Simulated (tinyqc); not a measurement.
Two-sublattice mean-field magnet: ferrimagnet, compensation points and susceptibility. From T_c back to z J_AB. Computed by tinyqc, a small Python program. Command: `OMP_NUM_THREADS=1 python tinyqc.py 3023286 3023287 out.jsonl ferri inv`. One thread of a shared host (Intel(R) Xeon(R) Processor @ 2.30GHz), about 0.02 s of CPU time with the checks.

A random alloy A(1-x)B(x) with H = -sum over pairs J S_i.S_j. a = <S_A> and b = <S_B> are taken along z, a > 0. Exchange fields: h_A = (1 - x) zJ_AA a + x zJ_AB b, h_B = (1 - x) zJ_AB a + x zJ_BB b; a = S_A B_(S_A)(S_A h_A/(k_B T)) and likewise for b, with the Brillouin function B_S(y) = [(2S + 1)/(2S)] coth[(2S + 1) y/(2S)] - [1/(2S)] coth[y/(2S)].

Inputs (values chosen for the exercise, for a model ferrimagnet):
```
quantity               value  unit
spin S_A                 1.5     -
spin S_B                 1.5     -
fraction x of B sites   0.42     -
z J_AA                  31.4   meV
z J_BB                   1.4   meV
T over T_c              0.42     -
```

Constants: k_B = 8.617333262e-05 eV/K.

Method. Linearised, T (a, b) = M (a, b) with M_ij = S_i (S_i + 1) c_j zJ_ij/(3 k_B), c_A = 1 - x, c_B = x. T_c is the larger eigenvalue, and its eigenvector gives b/a at onset, (T_c - M_AA)/M_AB.

Problem. A run gave the result below. Find the z J_AB, known to lie between -17 and -5.9 meV.

T_c = 287.8575 K

Solution.

Each step takes the trial c = (a f_b - b f_a)/(f_b - f_a), f being the result less the target; c replaces end b, the old b replaces a if the sign of f changed, and otherwise f_a is halved.

Scan of the range:
```
z J_AB (meV)  T_c (K)
-17.00        312.853
-15.20        304.226
-13.30        295.745
-11.40        288.011
-9.60         281.483
-7.75         275.700
-5.90         270.975
```

False position (Illinois rule) inside the bracket:
```
step     end a     end b     trial  T_c (K)
1     -11.4000   -9.6000  -11.3576  287.848
2     -11.4000  -11.3576  -11.3622  287.866
3     -11.3576  -11.3622  -11.3600  287.857
4     -11.3622  -11.3600  -11.3600  287.858
```

T_c falls at every point of a 13-point scan of the range (every second point is shown), so one value fits; it is bracketed by -11.4 and -9.60. Answer: z J_AB = -11.36 meV.
